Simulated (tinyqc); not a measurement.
Comparisons within one model: thin-body film or fin with hard walls, valleys of the Si type. A value that a table varies takes the place of the one given here.

Six ellipsoidal valleys with their long axes along the cube axes, mass ml along the axis and mt across it. For a valley whose axis makes the angle theta with the surface normal, 1/m_z = cos^2(theta)/ml + sin^2(theta)/mt sets the confinement; in the plane the masses are m_1 = mt and m_2 = ml mt/m_z, and m_d = sqrt(m_1 m_2).

A film of thickness t between hard walls, flat band inside: E_n = c (n pi/t)^2/m_z above the bulk edge, c = hbar^2/2m0. Without degeneracy the sheet density is N2 exp((EF - Ec)/kB T) with N2 = sum_i g m_d/(2 pi c) kB T exp(-E_i/kB T) over n = 1 to 40 of each group; a classical film has t Nc with Nc = 2 g_all (m_dos kB T/(4 pi c))^(3/2), m_dos = (ml mt^2)^(1/3). The threshold shift is dVt = kB T ln(t Nc/N2).

Constants: hbar^2/2m0 = 3.80998211 eV angstrom^2; kB = 8.617333262e-05 eV/K.

Values chosen for the exercise (near those of Si; not measured data):
```
symbol  value                      unit      meaning
ml      0.927                      m0        longitudinal mass
mt      0.194                      m0        transverse mass
face    110                                  face of the film or side wall of the fin
T       300                        K         temperature
g_all   6                                    number of valleys
ts      (24, 32, 45, 60, 90, 130)  angstrom  thicknesses
Vox     1.57                       eV        barrier of an HfO2-like oxide
mox     0.24                       m0        mass in the oxide
t       36                         angstrom  body thickness
```

## Thinning the body

Valleys (masses in m0):
```
valleys g  cos^2(theta)      m_z      m_1      m_2      m_d
4               0.50000  0.32085  0.19400  0.56050  0.32975
2               0.00000  0.19400  0.19400  0.92700  0.42407
```

For each t: the lowest level E1, the share of its group, dVt, the sensitivity |dE1/dt| = 2 E1/t, and E1 for finite barriers from k t + 2 atan[(k/m_z)/(kappa/mox)] = pi with k = sqrt(m_z E/c), kappa = sqrt(mox (Vox - E)/c).

Results:
```
t (angstrom)  E1 (eV)  share of its group (%)  dVt (mV)  |dE1/dt| (meV/angstrom)  E1, finite barrier (meV)
24             0.2035                    99.6     184.1                    16.96                     140.6
32             0.1145                    96.6     101.7                     7.15                      86.4
45             0.0579                    87.1      51.2                     2.57                      47.3
60             0.0326                    78.3      30.0                     1.09                      27.9
90             0.0145                    71.7      16.0                     0.32                      13.0
130            0.0069                    69.4      10.0                     0.11                       6.5
```

dVt falls from 184 mV at 24 angstrom to 10.0 mV at 130. E1 exceeds kB T = 25.9 meV up to 60 angstrom of those listed. In the thinnest film dVt differs from E1/e by -19 mV, which comes from the count of states. The sensitivity goes as 1/t^3, so one angstrom of roughness moves E1 by 17.0 meV at the thin end and 0.11 meV at the thick end. Hard walls overestimate E1 by 45 % and 7 % at the two ends. Levels above about 0.2 eV already feel non-parabolicity.

## Which face

The same thickness on four faces; m_1 and m_2 are the in-plane masses of the lowest group.

Results:
```
face   valleys of lowest     m_z  E1 (eV)  share (%)  dVt (mV)    m_1    m_2
(100)                  2  0.9270   0.0313       95.8      52.3  0.194  0.194
(110)                  4  0.3209   0.0904       93.9      80.0  0.194  0.560
(111)                  6  0.2634   0.1101      100.0      88.3  0.194  0.683
(211)                  2  0.4103   0.0707       78.4      76.7  0.194  0.438
```

The threshold shift is smallest on (100) (52.3 mV) and largest on (111) (88.3 mV). The lowest E1 belongs to (100), the same face: the heavy m_z outweighs the smaller number of valleys. Since m_z m_1 m_2 = ml mt^2 on every face, a heavy confinement mass comes with light masses in the plane.

## What each parameter does

E1 is the lowest level, and the share is that of its group in N2. Each row changes one parameter from the base and keeps the others.

Results:
```
case             E1 (eV)  share (%)  dVt (mV)  Nc (1e19/cm^3)
base              0.0904       93.9      80.0           2.812
t = 32 angstrom   0.1145       96.6     101.7           2.812
T = 350 K         0.0904       91.7      79.8           3.544
ml = 0.834 m0     0.0922       93.5      81.4           2.668
mt = 0.175 m0     0.0985       95.4      87.4           2.537
```

The largest shifts from the base row, up to three for each result and ties (the steps differ in size, so this ranks the rows, not the parameters). E1 (eV): t +0.0240, mt +0.0081, ml +0.0017; unchanged at the printed digits by T. share (%): t +2.7, T -2.2, mt +1.5. dVt (mV): t +21.7, mt +7.4, ml +1.4. Nc (1e19/cm^3): T +0.732, mt -0.275, ml -0.145; unchanged at the printed digits by t.

tinyqc: `OMP_NUM_THREADS=1 python tinyqc.py 1280092 1280093 out.jsonl`; about 0.01 s, one thread, shared Intel(R) Xeon(R) Processor @ 2.30GHz.
